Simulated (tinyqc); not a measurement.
Inside a calculation. Method: RHF in the 3-21g basis, for H-, spin multiplicity 1. The basis has no diffuse functions, so it cannot describe the extra electron: this is an exercise in the method, not the real anion. Computed by tinyqc, a small Python program that keeps every step (integrals from PySCF). Settings: charge = -1, multiplicity = 1, basis = 3-21g, energy threshold = 1e-09, iteration cap = 85, orthogonalisation = symmetric, start = highest core orbitals, DIIS depth = 3, DIIS from iteration = 3, method = RHF. Command: `OMP_NUM_THREADS=1 python tinyqc.py 27228 27229 out.jsonl` (the two numbers bound the seeds that draw the settings). One thread of a shared host (Intel(R) Xeon(R) Processor @ 2.60GHz), about 0.05 s of CPU time with the checks. Later iterations appear only in the table of the cycle.

## One-electron integrals

Geometry (angstrom):
```
atom        x        y        z
H     0.00000  0.00000  0.00000
```

Basis 3-21g: exponents (1/bohr^2) and contraction coefficients of normalised primitives:
```
element  l (shell)  exponent  coefficient
H            s (1)   5.44718      0.15628
H            s (1)   0.82455      0.90469
H            s (2)   0.18319      1.00000
```

Overlap, kinetic and nuclear-attraction integrals over the contracted functions; the nuclear repulsion is the sum of Za Zb / Rab.

nuclear repulsion = 0 hartree

overlap S, order 1H 1s, 1H 2s:
```
[[1.00000, 0.64590],
 [0.64590, 1.00000]]
```

kinetic energy T (hartree), order 1H 1s, 1H 2s:
```
[[1.54940, 0.29315],
 [0.29315, 0.27479]]
```

nuclear attraction V (hartree), order 1H 1s, 1H 2s:
```
[[-1.72092, -0.78266],
 [-0.78266, -0.68300]]
```

core Hamiltonian H = T + V (hartree), order 1H 1s, 1H 2s:
```
[[-0.17151, -0.48951],
 [-0.48951, -0.40822]]
```

## Two-electron integrals

Functions are numbered as in S; the eight-fold symmetry (ij|kl) = (ji|kl) = (kl|ij) leaves the list below.

Two-electron integrals (ij|kl) in chemists' order, unique and non-zero (hartree):
```
(11|11) 1.14014   (21|11) 0.61140   (21|21) 0.34515   (22|11) 0.62637
(22|21) 0.38033   (22|22) 0.48296
```

## Orthogonalisation

S = U s U^T; symmetric (Loewdin) form X = U s^(-1/2) U^T, so that X^T S X = 1.

eigenvalues of S: [0.35410, 1.64590]

X, order 1H 1s, 1H 2s:
```
[[1.22998, -0.45051],
 [-0.45051, 1.22998]]
```

## Starting guess

The start is the highest orbitals of the core Hamiltonian (a deliberately bad start); D = 2 C_occ C_occ^T.

D at the start, order 1H 1s, 1H 2s:
```
[[3.15276, -2.75219],
 [-2.75219, 2.40251]]
```

## Iteration 1: building the Fock matrix

J_ij = sum D_kl (ij|kl), K_ij = sum D_kl (ik|jl); F = H + J - 0.5 K; E = tr D H + tr D J / 2 - 0.25 tr D K + E_nn.

Coulomb J (hartree), order 1H 1s, 1H 2s:
```
[[1.73407, 0.94150],
 [0.94150, 1.04163]]
```

exchange K (hartree), order 1H 1s, 1H 2s:
```
[[1.05844, 0.16754],
 [0.16754, 0.15502]]
```

Fock matrix F (hartree), order 1H 1s, 1H 2s:
```
[[1.03334, 0.36822],
 [0.36822, 0.55590]]
```

total energy of this density = 1.8697821 hartree

## Iteration 1: diagonalisation and new density

Diagonalise F' = X^T F X, C = X C', fill 1 alpha and 1 beta electrons from the bottom; D = 2 C_occ C_occ^T. Each column has its largest component positive (the first on a tie).

F' = X^T F X (hartree):
```
[[1.26803, -0.24883],
 [-0.24883, 0.64265]]
```

orbital energies (hartree): [0.55572, 1.35496]

coefficients C, order 1H 1s, 1H 2s:
```
[[-0.01968, 1.30974],
 [1.01260, -0.83094]]
```

D after iteration 1, order 1H 1s, 1H 2s:
```
[[0.00077, -0.03985],
 [-0.03985, 2.05070]]
```

## Iteration 2: building the Fock matrix

As before.

Coulomb J (hartree), order 1H 1s, 1H 2s:
```
[[1.23665, 0.75291],
 [0.75291, 0.96057]]
```

exchange K (hartree), order 1H 1s, 1H 2s:
```
[[0.65996, 0.74170],
 [0.74170, 0.96036]]
```

Fock matrix F (hartree), order 1H 1s, 1H 2s:
```
[[0.73516, -0.10745],
 [-0.10745, 0.07218]]
```

total energy of this density = -0.3205479 hartree

## Iteration 2: diagonalisation and new density

As before.

F' = X^T F X (hartree):
```
[[1.24592, -0.63173],
 [-0.63173, 0.37749]]
```

orbital energies (hartree): [0.04514, 1.57828]

coefficients C, order 1H 1s, 1H 2s:
```
[[0.17397, 1.29829],
 [0.87877, -0.97138]]
```

D after iteration 2, order 1H 1s, 1H 2s:
```
[[0.06053, 0.30577],
 [0.30577, 1.54448]]
```

## Iteration 3: building the Fock matrix

As before.

Coulomb J (hartree), order 1H 1s, 1H 2s:
```
[[1.41032, 0.83549],
 [0.83549, 1.01642]]
```

exchange K (hartree), order 1H 1s, 1H 2s:
```
[[0.97599, 0.92148],
 [0.92148, 0.99939]]
```

Fock matrix F (hartree), order 1H 1s, 1H 2s:
```
[[0.75082, -0.11476],
 [-0.11476, 0.10850]]
```

total energy of this density = -0.3986808 hartree

## Iteration 3: diagonalisation and new density

As before.

F' = X^T F X (hartree):
```
[[1.28508, -0.67307],
 [-0.67307, 0.44372]]
```

orbital energies (hartree): [0.07067, 1.65812]

coefficients C, order 1H 1s, 1H 2s:
```
[[0.20221, 1.29419],
 [0.85740, -0.99029]]
```

D after iteration 3, order 1H 1s, 1H 2s:
```
[[0.08178, 0.34675],
 [0.34675, 1.47029]]
```

## Iteration 7 (converged): orbitals

converged F (hartree), order 1H 1s, 1H 2s:
```
[[0.75488, -0.11383],
 [-0.11383, 0.11697]]
```

As before.

F' = X^T F X (hartree):
```
[[1.29191, -0.67842],
 [-0.67842, 0.45632]]
```

orbital energies (hartree): [0.07737, 1.67086]

coefficients C, order 1H 1s, 1H 2s:
```
[[0.20650, 1.29351],
 [0.85412, -0.99312]]
```

D after iteration 7, order 1H 1s, 1H 2s:
```
[[0.08529, 0.35275],
 [0.35275, 1.45903]]
```

## Convergence

Stop when the energy changes by less than 1e-09 hartree and every element of the error matrix X^T (F D S - S D F) X is below 9e-06.

Course of the cycle:
```
iteration  E (hartree)     change  largest element of the error matrix
1            1.8697821          -                             4.57e-01
2           -0.3205479  -2.19e+00                             4.48e-01
3           -0.3986808  -7.81e-02                             6.91e-02
4           -0.4003897  -1.71e-03                             9.19e-03
5           -0.4004202  -3.05e-05                             2.37e-05
6           -0.4004202  -1.66e-10                             1.00e-05
7           -0.4004202  -3.62e-11                             5.64e-09
```

PySCF RHF in the same basis = -0.4004202 hartree

Converged in 7 iterations.

## Populations

Mulliken: Z minus the diagonal of D S on the atom; Loewdin: the same with S^(1/2) D S^(1/2).

Charges (e):
```
atom  Mulliken   Loewdin
1H    -1.00000  -1.00000
```
